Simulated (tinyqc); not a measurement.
Inside a calculation. Model: energy and delay of logic against supply voltage.

tinyqc, about 0.01 s, one thread, Intel Xeon 2.30GHz (shared host): `OMP_NUM_THREADS=1 python tinyqc.py 2082004 2082005 out.jsonl` Printed values are rounded.

One expression serves below and above threshold: I(Vg) = Ik [ln(1 + exp((Vg - VT + dd V)/(al nf Vt)))]^al, with I_on = I(V) and I_off = I(0). Gate delay td = kd C V/I_on, clock period LD td. Per gate and cycle the switching energy is act C V^2 and the leakage energy I_off V LD td. No short-circuit current, no variation. Minima are sought above 0.09 V; below a few Vt gates no longer switch and the model has no meaning.

Values chosen for this exercise; values of the order met in logic technologies: temperature T = 300 K; threshold voltage at zero drain bias VT = 0.22 V; slope factor nf = 1.28; barrier lowering per volt of supply dd = 0.11; specific current of a gate Ik = 0.95 uA; exponent of the current law al = 1.73; load capacitance of a gate C = 1.2 fF; delay factor kd = 0.9; logic depth LD = 16; activity factor act = 0.2; supply voltage V = 0.34 V.

Constants: q = 1.602176634e-19 C, kB = 1.380649e-23 J/K, Vt = kB T/q. Results are converted to the units shown.

Range of the model: At a supply of a few Vt gates lose their noise margin, and variation, left out here, decides whether they work.

## Currents, delay and energies

I_on, I_off, td, clock frequency 1/(LD td), both energies and their sum.

I_on = 5.68051 uA
I_off = 3.68122 nA
td = 64.6421 ps
clock frequency = 0.966862 GHz
switching energy = 27.7440 aJ
leakage energy = 1.29451 aJ
energy = 29.0385 aJ

I_on/I_off = 1540; leakage makes up 4.46 % of the energy.

## Starting value

V = 0.11 V.

V at the start = 0.11 V

## Iteration 1: new V

Minimum-energy supply: E(V) is the energy per gate and cycle; with h = 0.001 V, E' = (E(V + h) - E(V - h))/(2 h), E'' = (E(V - h) - 2 E(V) + E(V + h))/h^2, V(new) = V - E'/E''.

E' = -27.5739 aJ/V
E'' = 210.709 aJ/V^2
V after iteration 1 = 0.240863 V

## Iteration 2: new V

As before.

E' = 98.8862 aJ/V
E'' = 764.457 aJ/V^2
V after iteration 2 = 0.111508 V

## Iteration 3: new V

As before.

E' = -27.1972 aJ/V
E'' = 288.505 aJ/V^2
V after iteration 3 = 0.205777 V

## Course of the iteration

Stop when the step is below 1e-9 V, or after 40 iterations.

Course of the iteration:
```
iteration  V before the step (V)   step (V)
1                           0.11      0.131
2                       0.240863     -0.129
3                       0.111508     0.0943
4                       0.205777    -0.0715
5                       0.134232     0.0108
6                       0.144991   -6.90e-4
7                       0.144301   -1.67e-6
8                       0.144300  -1.01e-10
```

Converged in 8 iterations. There leakage makes up 54.0 % of the energy and the clock runs at 47.8 MHz.
